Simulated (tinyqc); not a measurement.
Valley-orbit splitting of a donor ground state, with strain: one step, computed by the program tinyqc. Command: `OMP_NUM_THREADS=1 python tinyqc.py 3009407 3009408 out.jsonl valleyorbit walk`. One thread of a shared host (Intel(R) Xeon(R) Processor @ 2.30GHz), about 0.01 s of CPU time with the checks.

The basis is the 1s envelope in each valley; energies are counted from the unstrained conduction-band edge. The strain is e_s (a a^T - 1/3) for the unit stress axis a, so valley j along n_j moves by Xi_u e_s w_j with w_j = (n_j.a)^2 - 1/3: -1/3 for x and y, +2/3 for z.

Question. Populations and ionisation. H_jj = -(E_0 + Lambda) + Xi_u e_s w_j; H_jk = -Delta_2 between opposite valleys and -Delta_1 between perpendicular ones. z = sum over levels of exp(-(E - E_ground)/k_B T), the ground-state share being 1/z; N_c = 2 (2 pi m_e k_B T/h^2)^(3/2) sum_j exp(-(shift_j - lowest shift)/k_B T); n1 = N_c/(2 z) exp(-binding/k_B T), binding = lowest shift - E_ground; without compensation n = 2 N_D/(1 + sqrt(1 + 4 N_D/n1)) (Boltzmann statistics; p and higher states left out).

Inputs (values chosen for the exercise, modelled on donors in silicon):
```
quantity,value,unit
single-valley binding energy E_0,32.3,meV
central-cell shift Lambda,4.32,meV
coupling Delta_1,2.3,meV
coupling Delta_2,1.5,meV
shear deformation potential Xi_u,8.44,eV
shear strain e_s,-0.00014,-
temperature T,120,K
donor density N_D,2.3e+17,cm^-3
density-of-states mass of one valley m_e,0.336,m_0
```

Valleys: six along <100>. Stress axis: [001].

Constants: k_B = 8.617333262e-05 eV/K; m_0 = 9.1093837015e-31 kg; k_B = 1.380649e-23 J/K; h = 6.62607015e-34 J s.

Give: partition sum z; share of neutral donors in the ground state; N_c; n1; free electrons n.

Answer.

partition sum z = 2.446

share of neutral donors in the ground state = 0.4087

N_c = 6.885e+18 cm^-3

n1 = 1.560e+16 cm^-3

free electrons n = 5.260e+16 cm^-3

Caution: at this donor density neighbouring orbits begin to overlap and the depth shrinks, which a fixed level leaves out.
